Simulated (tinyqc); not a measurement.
From results back to parameters: statistics of electrons in three, two and one dimensions. Two cases, with inputs chosen for the exercise.

Problem. A sheet with one subband has n2 = (2/lambda^2) ln(1 + exp(eta)).

One band edge at E = 0, lambda = sqrt(4 pi c/(m1 kT)) with c = hbar^2/2m0. Densities with spin: n3 = (2/lambda^3) F_1/2(eta), n2 = (2/lambda^2) F_0(eta) with F_0 = ln(1 + exp(eta)), n1 = (2/lambda) F_-1/2(eta). F_j(eta) = (1/Gamma(j + 1)) integral_0^infinity x^j dx/(1 + exp(x - eta)), which tends to exp(eta) for eta << 0.

Constants: hbar^2/2m0 = 3.80998211 eV angstrom^2; kB = 8.617333262e-05 eV/K.

Case 1.

Values chosen (out of a larger set: near those of GaN, lowest valleys alone; not measured data): m1 = 0.2 m0 (mass of one isotropic band with spin); T = 400 K.

n2 = 3.99523e+12 1/cm^2

Case 2.

Values chosen (out of a larger set: near those of InAs, lowest valleys alone; not measured data): m1 = 0.0257 m0 (mass of one isotropic band with spin); T = 400 K.

n2 = 6.86771e+10 1/cm^2

Find: n2 lambda^2/2; eta; EF above the subband edge.

Solution. eta = ln(exp(n2 lambda^2/2) - 1), with n2 in 1/angstrom^2.

Case 1.

n2 lambda^2/2 = 1.3873
eta = 1.100
EF above the subband edge = 37.92 meV

Case 2.

n2 lambda^2/2 = 0.1856
eta = -1.590
EF above the subband edge = -54.81 meV

Computed by tinyqc, one run a case: `OMP_NUM_THREADS=1 python tinyqc.py N N+1 out.jsonl` with N = 1650731, 1650811; one thread of a shared Intel(R) Xeon(R) Processor @ 2.30GHz, about 0.01 s a run at most.
